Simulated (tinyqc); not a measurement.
MP2 on RHF in the sto-3g basis, for H3+, spin multiplicity 1, step by step. One step of it, computed by the program tinyqc.

Question. Second-order Moller-Plesset energy. E2 = sum_ijab (ia|jb) [2 (ia|jb) - (ib|ja)] / (e_i + e_j - e_a - e_b) over occupied i, j and virtual a, b; the opposite-spin part is (ia|jb)^2 / denominator, the rest is same-spin, and SCS-MP2 scales them by 6/5 and 1/3.

orbital energies (hartree): MO1 -1.071481, MO2 -0.324186, MO3 0.440895

Two-electron integrals over orbitals (pq|rs), unique and non-zero (hartree):
```
(11|11) 0.604462    (21|21) 0.145797    (22|11) 0.517696    (22|22) 0.559947
(31|11) 0.102030    (31|22) -0.025147   (31|31) 0.130933    (32|21) -0.136727
(32|32) 0.155659    (33|11) 0.610074    (33|22) 0.549978    (33|31) 0.089114
(33|33) 0.656830
```

Hartree-Fock energy = -1.20553199 hartree

Give: Terms; Pair energies; MP2 correlation energy; SCS-MP2 correlation energy; MP2 total energy.

Answer.

Terms:
```
i  j  a  b  (ia|jb)  (ib|ja)  denominator     term
1  1  2  2   0.1458   0.1458      -1.4946  -0.0142
1  1  3  3   0.1309   0.1309      -3.0248  -0.0057
```

Pair energies (hartree; pair i-j sums ij and ji):
```
pair  opposite spin  same spin
1-1         -0.0199     0.0000
```

MP2 correlation energy = -0.019890 hartree

SCS-MP2 correlation energy = -0.023868 hartree

MP2 total energy = -1.225422 hartree
